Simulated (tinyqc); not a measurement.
Worked calculation: LCCD on RHF in the sto-3g basis, for H2, spin multiplicity 1. One step of it, computed by the program tinyqc.

Problem. Integrals over molecular orbitals. (pq|rs) = sum C_ip C_jq C_kr C_ls (ij|kl), one index at a time.

coefficients C:
```
            MO1        MO2
1H 1s  0.556527   1.138641
2H 1s  0.556527  -1.138641
```

core Hamiltonian H = T + V (hartree):
```
           1H 1s      2H 1s
1H 1s  -1.077619  -0.879079
2H 1s  -0.879079  -1.077619
```

Two-electron integrals (ij|kl) in chemists' order, unique and non-zero (hartree):
```
(11|11) 0.774606   (21|11) 0.405473   (21|21) 0.253527   (22|11) 0.543994
(22|21) 0.405473   (22|22) 0.774606
```

Give: one-electron integrals over orbitals h = C^T H C; Two-electron integrals over orbitals.

Solution.

one-electron integrals over orbitals h = C^T H C (hartree):
```
         1        2
1  -1.2121   0.0000
2   0.0000  -0.5148
```

Two-electron integrals over orbitals (pq|rs), unique and non-zero (hartree):
```
(11|11) 0.6614   (21|21) 0.1852   (22|11) 0.6518   (22|22) 0.6850
```
